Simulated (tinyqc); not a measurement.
# From Si-Si peak back to Ge fraction x

Model: composition and strain of an epitaxial Si(1-x)Ge(x) layer from Raman and X-ray peaks. Computed by tinyqc, a small Python program. Command: `OMP_NUM_THREADS=1 python tinyqc.py 3030311 3030312 out.jsonl epiraman inv`. One thread of a shared host (Intel(R) Xeon(R) Processor @ 2.30GHz), about 0.02 s of CPU time with the checks.

A (001) layer, biaxially strained in the plane. The Raman peaks follow empirical lines omega = w0 + c1 x + c3 x^3 + b eps (c3 for Si-Ge alone), with eps the in-plane strain.

Inputs (values chosen for the exercise, modelled on silicon-germanium):
```
quantity                     value      unit
degree of relaxation R        0.94         -
lattice constant of Si       5.431  angstrom
lattice constant of Ge       5.658  angstrom
bowing B                     0.029  angstrom
2 C12/C11 of Si              0.764         -
2 C12/C11 of Ge              0.748         -
Si-Si: w0                    521.1      1/cm
Si-Si: c1                    -66.3      1/cm
Si-Si: strain coefficient b   -779      1/cm
Si-Ge: w0                    400.4      1/cm
Si-Ge: c1                     23.4      1/cm
Si-Ge: c3                    -35.2      1/cm
Si-Ge: strain coefficient b   -533      1/cm
Ge-Ge: w0                    280.1      1/cm
Ge-Ge: c1                     18.6      1/cm
Ge-Ge: strain coefficient b   -421      1/cm
```

Substrate: silicon.

Method:
- Relaxed lattice constant a(x) = a_Si + (a_Ge - a_Si) x - B x (1 - x).
- In-plane constant a_par = a_sub + R (a(x) - a_sub); eps = a_par/a(x) - 1; eps_perp = -(2 C12/C11) eps with 2 C12/C11 linear in x; a_perp = a(x) (1 + eps_perp).
- Insert x and eps in the three lines; the strain part is b eps.

Task: A run gave the result below. Find the Ge fraction x, known to lie between 0.34 and 0.81.

Si-Si peak = 481.5308 1/cm

Result:

Each step takes the trial c = (a f_b - b f_a)/(f_b - f_a), f being the result less the target and a, b, c the logarithms of the listed values; c replaces end b, the old b replaces a if the sign of f changed, and otherwise f_a is halved.

Scan of the range:
```
Ge fraction x  Si-Si peak (1/cm)
0.340                    499.158
0.393                    495.742
0.454                    491.811
0.525                    487.236
0.606                    482.020
0.701                    475.905
0.810                    468.892
```

False position (Illinois rule, in the logarithm of the input) inside the bracket:
```
step     end a     end b     trial  Si-Si peak (1/cm)
1     0.606000  0.701000  0.613102            481.563
2     0.701000  0.613102  0.613567            481.533
3     0.701000  0.613567  0.613627            481.529
4     0.613567  0.613627  0.613599            481.531
```

Si-Si peak falls at every point of a 13-point scan of the range (every second point is shown), so one value fits; it is bracketed by 0.606 and 0.701. Answer: Ge fraction x = 0.6136.
